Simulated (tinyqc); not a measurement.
Surface orientation: inversion layer as a triangular well, valleys of the Si type.

Six ellipsoidal valleys with their long axes along the cube axes, mass ml along the axis and mt across it. For a valley whose axis makes the angle theta with the surface normal, 1/m_z = cos^2(theta)/ml + sin^2(theta)/mt sets the confinement; in the plane the masses are m_1 = mt and m_2 = ml mt/m_z, and m_d = sqrt(m_1 m_2).

The field is taken as constant, e F = 4 pi (e^2/4 pi eps0)(Nd + eta Ns)/eps, with 1e12/cm^2 = 1e-4/angstrom^2, and the oxide as a hard wall at z = 0; c = hbar^2/2m0.

Level j of a valley lies at E_j = a_j (c (e F)^2/m_z)^(1/3) above the band edge at the surface, with the Airy zeros a_j = 2.338107, 4.087949, 5.520560, 6.786708, 7.944134, 9.022651, 10.040174, 11.008524, 11.936016, 12.828777, and has <z> = 2 E_j/(3 e F).

Subband i holds n_i = g m_d/(2 pi c) kB T ln(1 + exp((EF - E_i)/kB T)) (spin included), and EF is fixed by sum n_i = Ns over the levels listed or, where none are listed, over j = 0 to 9 of each group; 1e12/cm^2 = 1e-4/angstrom^2.

Constants: hbar^2/2m0 = 3.80998211 eV angstrom^2; e^2/(4 pi eps0) = 14.39964547 eV angstrom; kB = 8.617333262e-05 eV/K.

Values chosen for the exercise (near those of Si; not measured data):

| symbol | value | unit | meaning |
|---|---|---|---|
| ml | 0.926 | m0 | longitudinal mass |
| mt | 0.188 | m0 | transverse mass |
| eps | 11.7 |  | dielectric constant |
| Nd | 0.38 | x 1e12/cm^2 | depletion charge |
| eta | 0.75 |  | share of Ns in the effective field |
| Ns | 10 | x 1e12/cm^2 | electron sheet density |
| T | 300 | K | temperature |

The same densities on four faces. m_c is the conductivity mass averaged over directions in the plane: 1/m_c = sum n_i (1/m_1 + 1/m_2)/2 / Ns.

Results:

| face | valleys of lowest | lowest E (eV) | EF (eV) | share of lowest (%) | <z> (angstrom) | m_c (m0) |
|---|---|---|---|---|---|---|
| (100) | 2 | 0.1984 | 0.2541 | 91.9 | 11.5 | 0.193 |
| (110) | 4 | 0.2850 | 0.2823 | 89.9 | 15.9 | 0.284 |
| (111) | 6 | 0.3046 | 0.2886 | 100.0 | 16.7 | 0.295 |
| (211) | 2 | 0.2622 | 0.2808 | 68.8 | 15.4 | 0.274 |

The lowest level is deepest on (100), where a valley axis lies closest to the normal, and the lightest conductivity mass is on (100) (0.193 m0, against 0.295 m0 on (111)). EF, counted from the band edge at the surface, is lowest on (100) and spans 35 meV.

Run: tinyqc, `OMP_NUM_THREADS=1 python tinyqc.py 1252497 1252498 out.jsonl`; Intel(R) Xeon(R) Processor @ 2.30GHz, one thread, shared host; about 0.02 s of CPU time with all checks.
